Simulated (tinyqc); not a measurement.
Model-solid line-up of a strained alloy layer on a substrate, step by step. Values are carried at full precision from step to step, so a last printed digit may differ when a step is redone from the rounded ones.

All values of the alloy are linear in x but the gap, Eg(x) = (1 - x) Eg_A + x Eg_B - C x (1 - x), and the valence edge, Ev(x) = (1 - x) Ev_A + x Ev_B + fv C x (1 - x); Ec = Ev + Eg. Ev is the top of the unstrained valence band on a scale common to all materials. In the layer only the Gamma valley of the conduction band is followed, also where an X or L valley would lie lower.

Values chosen for the exercise (A near AlAs, B near GaAs, substrate near GaAs; not measured data): a = (5.659, 5.65) angstrom (lattice constant of A, B); Eg = (3.109, 1.538) eV (gap at Gamma to the s-like level of A, B); Dso = (0.283, 0.343) eV (spin-orbit splitting of A, B); Ev = (-1.33, -0.81) eV (top of the unstrained valence band of A, B); ac = (-5.68, -7.15) eV (conduction deformation potential of A, B); av = (2.44, 1.17) eV (valence hydrostatic potential of A, B); b = (-2.3, -2) eV (tetragonal shear potential of A, B); d = (-3.45, -4.81) eV (trigonal shear potential of A, B); C11 = (125, 121.3) GPa (of A, B); C12 = (54.2, 56) GPa (of A, B); C44 = (54.3, 60.6) GPa (of A, B); C = 0.381 eV (bowing of the gap); fv = 0.2 (share of the bowing taken by the valence edge); x = 0.31 (fraction of B); a_s = 5.65 angstrom (substrate); face = 001 (growth face); Eg_s = 1.538 eV (lowest gap of the substrate); Ev_s = -0.81 eV (substrate valence edge).

## Values of the alloy

Interpolate.

Alloy at x (a in angstrom, C11, C12, C44 in GPa, all else in eV):
```
symbol,value
a,5.6562
Eg,2.5405
Dso,0.3016
Ev,-1.1525
ac,-6.1357
av,2.0463
b,-2.2070
d,-3.8716
C11,123.8530
C12,54.7580
C44,56.2530
```

## Strain on the (001) substrate

Coherent growth on a (001) face: e_par = (a_s - a)/a, e_perp = -2 (C12/C11) e_par; exx = eyy = e_par, ezz = e_perp, no shear.

Use the values of the alloy.

e_par = -0.001098
e_perp = 0.000971

strain tensor in the cubic axes:
```
,x,y,z
x,-0.001098,0.000000,0.000000
y,0.000000,-0.001098,0.000000
z,0.000000,0.000000,0.000971
```

The layer is under compression in the plane; its volume changes by -0.123 %.

## Strained band edges

Strained edges: Ec + ac tr(e); the valence edges are Ev plus the levels of the 6 x 6 matrix of X, Y, Z times spin with -Dso/3 + l exx + m (eyy + ezz) on the diagonal (cyclic), n exy off it, l = av + 2 b, m = av - b, n = sqrt(3) d. Spin-orbit term (Dso/3) L.sigma on X, Y, Z with (L_k)_ij = -i epsilon_kij: <X+|H|Y+> = -i Dso/3, <X+|H|Z-> = Dso/3, <Y+|H|Z-> = -i Dso/3, <Z+|H|X-> = -Dso/3, <Z+|H|Y-> = i Dso/3, <X-|H|Y-> = i Dso/3, and their conjugates; + and - are the spin along z.

Give the hydrostatic shifts, the strain block and the edges.

ac tr(e), av tr(e) (eV): 0.0075  -0.0025

strain block (eV):
```
,X,Y,Z
X,0.0021,0,0
Y,0,0.0021,0
Z,0,0,-0.0116
```

Ec and the three valence edges from the top (eV): 1.3955  -1.1504  -1.1594  -1.4567

strained gap = 2.5460 eV

Strain moves the gap by +5 meV: +10 meV from the volume and -5 meV from the splitting of the valence edge, which always raises the top.

## Offsets against the substrate material

dEc = Ec(substrate) - Ec(layer), dEv = Ev(layer) - Ev(substrate); positive values confine the carrier in the layer. Type I: both of one sign; type II: opposite signs; type III: the gaps do not overlap.

Give also the smallest gap across the interface, min Ec - max Ev.

dEc = -0.6675 eV
dEv = -0.3404 eV

type: I

smallest gap = 1.5380 eV

Both carriers collect in the substrate material; the conduction band takes 66 % of the gap difference. Where the alloy is indirect its X or L edge, left out, lies lower and changes dEc.

## Critical thickness (Matthews-Blakeslee, single layer)

h = K (ln(h/b) + 1) with K = b (1 - nu/4)/(4 pi |e_par| (1 + nu)) for 60-degree dislocations, b = a/sqrt(2) the Burgers vector (not the shear potential of the table), nu = C12/(C11 + C12). Iterate from h = 10 b until h changes by less than 1e-6 of itself.

b (Burgers vector) = 3.9995 angstrom
nu = 0.3066
K = 204.87 angstrom

first iterates (angstrom): 40.0  676.6  1256.0  1382.7  1402.4  1405.3

critical thickness = 140.58 nm

Thicker layers can relax, and the strained edges then no longer apply; metastable growth often exceeds this equilibrium value.

## Checks

- Valence edges against the closed form for (001) strain: they agree to 1e-10 or better.

Run: tinyqc, `OMP_NUM_THREADS=1 python tinyqc.py 1051080 1051081 out.jsonl`; Intel(R) Xeon(R) Processor @ 2.30GHz, one thread, shared host; about 0.02 s of CPU time with all checks.
